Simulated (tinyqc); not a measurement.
Length of a polyene: Hueckel, PPP and singles CI along the polyenes. Computed by the program tinyqc. Hueckel uses the same beta without repulsion; CIS keeps all single excitations and so misses the low, doubly excited 2Ag state. W is the valence ionisation energy of a centre, MN the Mataga-Nishimoto formula, f the oscillator strength.

All-trans chains of carbon centres 1.40 angstrom apart:
```
parameter,value
"beta (eV), times 1 +/- alternation",-2.290000
alternation,0.100000
W (eV),11.160000
gamma_rr (eV),9.810000
repulsion formula,Ohno
```

Gaps and excitations (eV):
```
centres,Hueckel gap,PPP orbital gap,bright singlet (CIS),f,lowest triplet (CIS)
2,5.038,12.137,6.394,0.548,3.682
4,3.382,9.797,5.081,1.009,2.720
6,2.625,8.628,4.323,1.403,2.264
8,2.198,7.944,3.841,1.755,2.023
10,1.926,7.505,3.516,2.076,1.882
12,1.739,7.205,3.285,2.379,1.793
```

What does the comparison show, and why?

The Hueckel gap tends to 4 x alternation x |beta| = 0.92 eV for long chains. Exchange opens the PPP orbital gap, and the attraction of electron and hole brings the bright state 3.92 eV below it at 12 centres; the triplet lies 1.49 eV lower still.
